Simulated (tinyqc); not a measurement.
Tunnelling through a gate dielectric with the two-band (Franz) dispersion, WKB transmission and Tsu-Esaki current: one step of the calculation.

Electrons leave the emitter at x = 0. Energies E (motion across the layers) are in eV from the emitter Fermi level; the collector Fermi level lies at -V and offers states at every E. No charge in the dielectric and no image force: F1 = V/t1, U = phi1 - F1 x. With C = hbar^2/(2 m0), kappa = sqrt(m u (1 - u/Egx)/C), u = U - E where U > E and 0 elsewhere; T(E) = exp(-S), S = 2 times the integral of kappa over x.

Problem. WKB exponent by the midpoint rule. Cut each layer into nc equal cells, take U and kappa at the cell centres, and sum S = 2 sum kappa h.

Values chosen for this exercise; dielectric values close to those of silicon nitride: barrier of layer 1 above the emitter Fermi level at zero bias phi1 = 2.06 eV; tunnelling mass of layer 1 m1 = 0.52 m0; thickness of layer 1 t1 = 1.8 nm; gap parameter of the two-band dispersion, set freely Egx = 5.8 eV; voltage across the dielectric V = 0.5 V; energy of the electron followed E = -0.2 eV; cells in each layer nc = 9.

Constants: q = 1.602176634e-19 C, hbar = 1.054571817e-34 J s, m0 = 9.1093837015e-31 kg, hbar^2/(2 m0) = 0.0380998212 eV nm^2. Results are converted to the units shown.

Wanted: x; U; kappa; S; T(E).

Solution.

| cell | x (nm) | U (eV) | kappa (1/nm) |
|---|---|---|---|
| 0 | 0.1000 | 2.0322 | 4.3291 |
| 1 | 0.3000 | 1.9767 | 4.3080 |
| 2 | 0.5000 | 1.9211 | 4.2852 |
| 3 | 0.7000 | 1.8656 | 4.2605 |
| 4 | 0.9000 | 1.8100 | 4.2339 |
| 5 | 1.1000 | 1.7544 | 4.2055 |
| 6 | 1.3000 | 1.6989 | 4.1751 |
| 7 | 1.5000 | 1.6433 | 4.1428 |
| 8 | 1.7000 | 1.5878 | 4.1084 |

S = 15.219
T(E) = 2.4564e-7

Numbers from tinyqc (`OMP_NUM_THREADS=1 python tinyqc.py 2540122 2540123 out.jsonl`; about 0.03 s on one thread of a shared Intel Xeon 2.30GHz).
